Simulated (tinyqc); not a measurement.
How far the series holds: five-level k.p model folded onto the conduction band.

For k along z and one spin sector the level c couples to four states. With c0 = hbar^2/2m0, P = sqrt(Ep c0), P2 = sqrt(Ep2 c0): diagonal Eg + (1 + Cm) c0 k^2 for c, and 0, -Dso, E7 + D2, E7 for lh, so, G8 up, G7 up (their own dispersion is left out); couplings of c: sqrt(2/3) P k to lh, sqrt(1/3) P k to so, sqrt(2/3) P2 k to G8 up, sqrt(1/3) P2 k to G7 up (phases chosen real).

Expanding E = H_cc + S(E) about Eg in powers of k^2, with s_n = sum_j H_cj^2/(Eg - H_jj)^n: order k^2: e2 = (1 + Cm) c0 k^2 + s1; order k^4: e4 = -s2 e2; order k^6: e6 = s3 e2^2 + s2^2 e2.

Constants: hbar^2/2m0 = 3.80998211 eV angstrom^2.

Values chosen for the exercise (near those of ZnSe; shifted at random, so the results belong to these values and not to a real crystal):
- Eg = 2.844 eV (gap at Gamma to the s-like level)
- Dso = 0.397 eV (spin-orbit splitting)
- Ep = 24 eV (Kane energy)
- E7 = 7.39 eV (upper Gamma7 conduction level, from the valence top)
- D2 = 0.11 eV (its spin-orbit splitting, Gamma8 above Gamma7)
- Ep2 = 1.4 eV (Kane energy to the upper levels)
- Cm = -2.8 (remote term in 1/m)

Energies from Eg; Pk/Eg measures the coupling.

Levels (eV):

| k (1/angstrom) | Pk/Eg | to k^2 | to k^4 | to k^6 | exact |
|---|---|---|---|---|---|
| 0.0446 | 0.150 | 0.0454 | 0.0444 | 0.0445 | 0.0445 |
| 0.1020 | 0.343 | 0.2375 | 0.2111 | 0.2161 | 0.2151 |
| 0.1593 | 0.536 | 0.5792 | 0.4221 | 0.4945 | 0.4688 |
| 0.2167 | 0.729 | 1.0719 | 0.5339 | 0.9923 | 0.7638 |
| 0.2740 | 0.921 | 1.7137 | 0.3385 | 2.2118 | 1.0716 |
| 0.3888 | 1.307 | 3.4505 | -2.1246 | 13.1668 | 1.6697 |
| 0.4461 | 1.500 | 4.5425 | -5.1198 | 29.7688 | 1.9429 |

Give the missing row, k (1/angstrom) = 0.3314.

Computed row:
```
k (1/angstrom)  Pk/Eg  to k^2   to k^4  to k^6   exact
0.3314          1.114  2.5069  -0.4359  5.4282  1.3770
```

Within 2 % of the exact level stay: the k^2 term in no row, the sum to k^4 up to Pk/Eg = 0.34, the sum to k^6 up to Pk/Eg = 0.34. In the last row the errors are +2600, -7063 and +27826 meV: higher orders make it worse, since the series in k^2 converges only for Pk below about Eg/2 in the two-level limit E = Eg/2 + sqrt(Eg^2/4 + P^2 k^2).

Program tinyqc; command `OMP_NUM_THREADS=1 python tinyqc.py 1081313 1081314 out.jsonl`; about 0.01 s on one thread of a shared Intel(R) Xeon(R) Processor @ 2.30GHz.
